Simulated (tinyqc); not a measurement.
Double-gate transistor, scale length and short-channel effects: two steps of the calculation.

A body of thickness ts between two insulators of thickness ti and two tied gates. Below threshold the potential that source and drain add obeys Laplace's equation and vanishes on the gate. Its lowest mode decays along the channel as exp(-k y); k is the smallest positive root of the matching condition at the interface, and the scale length is Lambda = pi/k.

Inputs (values chosen for the exercise); permittivities: semiconductor close to that of silicon, insulator close to that of aluminium oxide:

| symbol | value | unit | meaning |
|---|---|---|---|
| eps_r | 11.6 |  | relative permittivity of the semiconductor |
| ei | 9.39 |  | relative permittivity of the insulator |
| ti | 2.8 | nm | insulator thickness |
| ts | 9.2 | nm | body thickness |

Task 1. Scan of the matching condition. f(k) = ei cos(k ti) cos(k ts/2) - eps_r sin(k ti) sin(k ts/2).

k, point 0 to 7 (1/nm): [0.04, 0.08, 0.12, 0.16, 0.2, 0.24, 0.28, 0.32]

Wanted: f(k).

Result 1.

f(k), point 0 to 7: [8.9364, 7.6155, 5.5427, 2.8995, -0.0826, -3.1420, -6.0103, -8.4349]

The first change of sign lies between k = 0.16 and 0.2 1/nm.

Task 2. Decay constant by Newton steps. f(k) = ei cos(k ti) cos(k ts/2) - eps_r sin(k ti) sin(k ts/2); f' by a central difference with +/- 1e-5 1/nm; k(new) = k - f/f'.

k at the start = 0.16 1/nm

Give: f; f'; k after iteration 1.

Result 2.

f = 2.899
f' = -71.36 nm
k after iteration 1 = 0.2006 1/nm

Numbers from tinyqc (`OMP_NUM_THREADS=1 python tinyqc.py 2420078 2420079 out.jsonl`; about 0.01 s on one thread of a shared Intel Xeon 2.30GHz).
